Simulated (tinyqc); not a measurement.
Van der Pauw, Hall and four-point-probe measurements on a doped layer: correction factor against the shape of the sample.

A uniform p-type layer with sheet resistance Rs = 1/(q ns mu), point contacts, low field (mu B small).

Rs = 1/(q ns mu). For a rectangle with contacts at the corners, RA = (8 Rs/pi) sum_(k>=0) ln coth((2k + 1) pi a/(2 b)) with current along a short side b and voltage along the opposite one, RB the same with a and b exchanged. ar = a/b. F = Rs/[(pi/ln 2)(RA + RB)/2]; small-asymmetry estimate 1 - (ln 2/2) d^2 - ((ln 2)^2/4 - (ln 2)^3/12) d^4 with d = (RB - RA)/(RB + RA).

Values chosen for this exercise: sheet density of the layer ns = 1.1e12 cm^-2; drift mobility mu = 350 cm^2/(V s).

Constants: q = 1.602176634e-19 C. Results are converted to the units shown.

Result of one run:

| RA (ohm) | RB (ohm) | RB/RA | F | estimate of F |
|---|---|---|---|---|
| 1435 | 7305 | 5.089 | 0.8185 | 0.8249 |

Which side ratio a/b of a rectangular sample with corner contacts ar gave this result: 1, 1.29, 1.57, 1.71 or 1.86?

ar = 1.29.

The whole series:

| ar | RA (ohm) | RB (ohm) | RB/RA | F | estimate of F |
|---|---|---|---|---|---|
| 1 | 3577 | 3577 | 1.000 | 1.000 | 1.000 |
| 1.14 | 2301 | 5276 | 2.293 | 0.9442 | 0.9444 |
| 1.29 | 1435 | 7305 | 5.089 | 0.8185 | 0.8249 |
| 1.43 | 924.3 | 9330 | 10.09 | 0.6977 | 0.7254 |
| 1.57 | 595.3 | 1.144e4 | 19.22 | 0.5944 | 0.6577 |
| 1.71 | 383.5 | 1.360e4 | 35.48 | 0.5114 | 0.6167 |
| 1.86 | 239.4 | 1.597e4 | 66.70 | 0.4415 | 0.5917 |
| 2 | 154.2 | 1.819e4 | 118.0 | 0.3899 | 0.5787 |

RB/RA rises from 1.00 to 118 and F falls from 1.00 to 0.390. The estimate is 0.78 % above F at a/b = 1.29 and 48 % above it in the last row. RA shrinks about as exp(-pi a/b): by a factor of 1.55 between the last two rows, against 1.55.

Numbers from tinyqc (`OMP_NUM_THREADS=1 python tinyqc.py 2850184 2850185 out.jsonl`; about 0.01 s on one thread of a shared Intel Xeon 2.30GHz).
